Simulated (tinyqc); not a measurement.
Diffused layer (Gaussian), carriers, mobility and sheet resistance with incomplete ionisation: one step of the calculation.

An n-type layer from the surface x = 0 to the junction xj, N(x) = N0 exp(-(x/Ld)^2). Local neutrality (no depletion at surface or junction, no spilling of carriers), intrinsic carriers neglected, Boltzmann statistics.

Problem. Sheet quantities by the trapezoid rule. Dose = integral of N, carrier sheet density = integral of n, 1/Rs = q integral of n mu, mean mobility 1/(q Rs sheet density), Hall mobility (unit Hall factor) = integral of n mu^2 over integral of n mu, Hall sheet density = (integral of n mu)^2/integral of n mu^2; all from 0 to xj.

Constants: q = 1.602176634e-19 C. Results are converted to the units shown.

```
point     x (nm)     N (cm^-3)  n (1e17 cm^-3)  mu (cm^2/(V s))
0        0.00000        3.6e17       3.1816774        451.42422
1       11.11531  3.4930324e17       3.0957550        457.10555
2       22.23062  3.1908249e17       2.8504674        474.44092
3       33.34592  2.7441230e17       2.4807241        504.26356
4       44.46123  2.2217972e17       2.0367591        547.79917
5       55.57654  1.6935791e17       1.5739150        606.33099
6       66.69185  1.2153652e17       1.1417067        680.57680
7       77.80715  8.2112325e16       0.7751009        769.73548
8       88.92246  5.2228811e16       0.4905135        870.39932
9      100.03777  3.1276070e16       0.2873055        975.94069
10     111.15308  1.7632522e16       0.1532806        1077.2251
11     122.26838  9.3587307e15       0.0713285        1164.9654
12     133.38369  4.6764866e15       0.0247200        1232.7355
13     144.49900        2.2e15       0.0000000        1278.8943
```

Find: dose; carrier sheet density; Rs; mean mobility; Hall mobility; Hall sheet density.

Solution.

dose = 2.039e12 cm^-2
carrier sheet density = 1.842e12 cm^-2
Rs = 6126 ohm/square
mean mobility = 553.1 cm^2/(V s)
Hall mobility = 586.8 cm^2/(V s)
Hall sheet density = 1.736e12 cm^-2

Carriers make up 90.3 % of the dose. A Hall measurement weights the mobile tail, so its sheet density is 5.7 % below the true one.

Program tinyqc, `OMP_NUM_THREADS=1 python tinyqc.py 2110030 2110031 out.jsonl`; Intel Xeon 2.30GHz, shared host, one thread, about 0.01 s.
